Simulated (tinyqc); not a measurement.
Worked calculation: Born-Mayer model of an ionic crystal AB. Computed by tinyqc, a small Python program that keeps every step. Command: `OMP_NUM_THREADS=1 python tinyqc.py 3028194 3028195 out.jsonl bornmayer walk`. One thread of a shared host (Intel(R) Xeon(R) Processor @ 2.30GHz), about 0.01 s of CPU time with the checks. Intermediate numbers are printed to about 6 digits and carried at full precision; extremes and crossings named in words are read from the listed rows.

Energies are per ion pair and r is the nearest distance of unlike ions.

Inputs (values chosen for the exercise, for a model salt): ionic charge z = 1; unlike repulsion lambda = 8720 eV; range rho = 0.293 angstrom; like repulsion lambda2 = 195 eV; dispersion C between like ions = 9.4 eV angstrom^6; pressure P = 10 GPa.

Structure: caesium chloride. Short range: with like-ion terms.

Constants: e^2/(4 pi eps_0) = 14.39964548 eV angstrom; 1 eV/angstrom^3 = 160.2176634 GPa.

## Equilibrium distance at zero pressure

Madelung constant M, unlike neighbours z1, like neighbours z2 at f r, volume per pair: rock salt 1.747565, 6, 12, sqrt2, 2 r^3; caesium chloride 1.762675, 8, 6, 2/sqrt3, 8 r^3/(3 sqrt3); zinc blende 1.638055, 4, 12, sqrt(8/3), 16 r^3/(3 sqrt3). U(r) = -M z^2 e^2/(4 pi eps_0 r) + z1 lambda exp(-r/rho) + z2 [lambda2 exp(-f r/rho) - C/(f r)^6] (one mean like-ion term for both sublattices). Newton steps on g(r) = U'(r), from r = 9 rho: r(new) = r - U'(r)/U''(r), with the move limited to 0.3 angstrom. Where U'' is negative, move 0.3 angstrom downhill. Stop when |U'| is below 1e-9.

Newton steps:
```
step  r (angstrom)  U' (eV/angstrom)  U'' (eV/angstrom^2)
1          2.63700      -2.57128e+01              97.6430
2          2.90033      -8.91096e+00              38.7394
3          3.13036      -2.83683e+00              16.9352
4          3.29787      -7.22867e-01               9.0658
5          3.37760      -1.00352e-01               6.6607
6          3.39267      -2.91466e-03               6.2772
7          3.39314      -2.67047e-06               6.2657
8          3.39314      -2.24825e-12               6.2657
```

equilibrium distance r0 = 3.39314 angstrom

## Terms of the lattice energy

The formulas are those given above.

terms (eV): Coulomb -7.48037, unlike repulsion 0.65191, like repulsion 0.00182, dispersion -0.01559

lattice energy U = -6.84223 eV per pair

The short-range terms together cancel 8.5 % of the Coulomb energy.

## Bulk modulus

B = U''(r0)/(9 c r0), with the volume written as c r^3.

U''(r0) = 6.26568 eV/angstrom^2

bulk modulus B = 21.3514 GPa

## Under pressure

With the volume written as c r^3, under pressure take the root at the minimum of the enthalpy and solve U'(r) + 3 c r^2 P = 0; H = U + P V; B = (U'' - 2 U'/r)/(9 c r).

distance at P = 3.13099 angstrom

volume at P = 47.2557 angstrom^3

enthalpy at P = -3.58239 eV per pair

bulk modulus at P = 69.0625 GPa

The volume shrinks by 21.43 %, against P/B = 46.84 % in linear elasticity: the crystal stiffens.

## Three structures under pressure

The formulas are those given above.

Enthalpy (eV per pair):
```
P (GPa)     rock salt  caesium chloride  zinc blende
0        -6.96440e+00           -6.8422      -6.7486
2        -6.11327e+00           -6.1211      -5.5990
5        -4.94388e+00           -5.1192      -4.0596
10       -3.16607e+00           -3.5824      -1.7623
20        1.94392e-02           -0.8052       2.2863
40        5.59501e+00            4.0970       9.2616
70        1.29021e+01           10.5698      18.2805
100       1.94705e+01           16.4200      26.3098
```

volumes at zero pressure (angstrom^3): rock salt 71.5093, caesium chloride 60.1467, zinc blende 98.4326

At zero pressure the order is rock salt < caesium chloride < zinc blende. Between 0 and 2 GPa the lowest enthalpy passes from rock salt to caesium chloride. Pressure favours the denser structure, through P V. The Madelung constants, the number of repulsive contacts and the volumes (71.5, 60.1, 98.4 angstrom^3 at P = 0) all matter. Caution: rigid ions with fixed charges leave out polarisation and covalency, so such models often misplace transition pressures.

Checks made by the program: Madelung constant against an Ewald sum (relative difference 1e-07); Newton against bracketing (relative difference below 1e-10).
